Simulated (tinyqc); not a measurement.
Atomic layer deposition: Langmuir saturation, growth per cycle and coating of deep features: one step, computed by the program tinyqc.

Precursor A sticks only on free sites, so a long enough pulse saturates; co-reactant B then frees the sites again.

Task: Exposure for a deep feature. Diffusion-limited filling (Gordon) of a long trench of width w, hydraulic diameter 2w, so that a is replaced by a/2 in the hole formula: t = (q/F)(1 + 19a/8 + 3a^2/8). Reaction-limited filling needs ln(100)/k_a at any depth, k_a = beta F/q. Flow is molecular. The front picture holds when the modulus (a/2) sqrt(beta) is well above 1. Depth reached by the given pulse: solve the same formula for a. Exposure = p x diffusion-limited time; 1 langmuir = 1.33322e-4 Pa s.

Inputs (values chosen for the exercise, modelled on titanium nitride from the chloride and ammonia):

| quantity | value | unit |
|---|---|---|
| site density q | 2 | 1/nm^2 |
| sticking probability beta on free sites | 0.0039 | - |
| precursor pressure p | 0.47 | Pa |
| temperature T | 225 | C |
| pulse time t | 0.47 | s |
| aspect ratio a | 34 | - |

Feature: long trench.

flux F = 4025.176 1/(nm^2 s)

Give: diffusion-limited time; exposure; modulus; aspect ratio reached by the front in time t.

Result:

diffusion-limited time = 0.2560 s

exposure = 902.5 langmuir

modulus = 1.062

aspect ratio reached by the front in time t = 47.13

Caution: the modulus is not well above 1 or the Gordon time is under three times ln(100)/k_a, so there is no sharp front: the Gordon time is only a lower bound and the reaction time must be met as well. Caution: for a long trench the a/2 rule ignores the ln(a)/a transmission of a slit, so times at large a are too long. Caution: the pulse is shorter than ln(100)/k_a, so even the open surface is not saturated and the depth reached has no meaning. Caution: the depth reached is formal here: it is under 4/sqrt(beta), so no sharp front has formed.
